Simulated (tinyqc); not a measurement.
Worked calculation: plane-wave Kohn-Sham cycle with exchange-only LDA in a layered model solid. One step of it, computed by the program tinyqc.

Task: Iteration 2: levels at that k. Diagonalise the Hermitian matrix.

H (hartree):
```
,-2,-1,+0,+1,+2
-2,0.370626,-0.135859,-0.102728,0.000517,0.000871
-1,-0.135859,-0.069945,-0.135859,-0.102728,0.000517
+0,-0.102728,-0.135859,-0.190101,-0.135859,-0.102728
+1,0.000517,-0.102728,-0.135859,0.010159,-0.135859
+2,0.000871,0.000517,-0.102728,-0.135859,0.530834
```

Give: eigenvalues.

Result:

eigenvalues (hartree): -0.4040  0.0024  0.0603  0.4203  0.5726
